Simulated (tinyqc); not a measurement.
Eight-band Kane k.p model with strain: one step. Levels and orbital character. Two cases, with inputs chosen for the exercise.

Question. Diagonalise H; the levels come in pairs. The weights are summed over spin and averaged over each pair.

Case 1.

H(k) (eV), lower triangle (Hermitian):
```
            S+                  X+         Y+          Z+          S-
S+    0.656145
X+  -0.079008i           -0.217459
Y+  -0.306156i  0.079252+0.239333i  -0.203786
Z+           0                   0          0   -0.280027
S-           0                   0          0           0    0.656145
X-           0                   0          0   -0.239333  -0.079008i
Y-           0                   0          0  -0.239333i  -0.306156i
Z-           0            0.239333  0.239333i           0           0

                    X-         Y-         Z-
X-           -0.217459
Y-  0.079252-0.239333i  -0.203786
Z-                   0          0  -0.280027
```

Case 2.

H(k) (eV), lower triangle (Hermitian):
```
            S+                  X+         Y+          Z+          S-
S+    0.499479
X+   0.128465i           -0.059542
Y+  -0.192698i  0.001507+0.127667i  -0.056541
Z+           0                   0          0   -0.348127
S-           0                   0          0           0    0.499479
X-           0                   0          0   -0.127667   0.128465i
Y-           0                   0          0  -0.127667i  -0.192698i
Z-           0            0.127667  0.127667i           0           0

                    X-         Y-         Z-
X-           -0.059542
Y-  0.001507-0.127667i  -0.056541
Z-                   0          0  -0.348127
```

Give: levels, each twofold; weights.

Answer.

Case 1.

levels, each twofold (eV): -0.7406  -0.0781  -0.0007  0.7742

weights:
```
   pair 1  pair 2  pair 3  pair 4
S   0.016   0.067   0.047   0.870
X   0.299   0.103   0.582   0.016
Y   0.342   0.461   0.087   0.110
Z   0.343   0.369   0.283   0.004
```

The conduction pair has 13.0 % valence character at this k; the valence pair with most S character is pair 2 (6.7 %).

Case 2.

levels, each twofold (eV): -0.4739  -0.1087  0.0304  0.5875

weights:
```
   pair 1  pair 2  pair 3  pair 4
S   0.010   0.071   0.049   0.869
X   0.156   0.244   0.559   0.041
Y   0.168   0.371   0.373   0.088
Z   0.666   0.314   0.019   0.002
```

The conduction pair has 13.1 % valence character at this k; the valence pair with most S character is pair 2 (7.1 %).

Computed by tinyqc, one run a case: `OMP_NUM_THREADS=1 python tinyqc.py N N+1 out.jsonl` with N = 1050071, 1050173; one thread of a shared Intel(R) Xeon(R) Processor @ 2.30GHz, about 0.05 s a run at most.
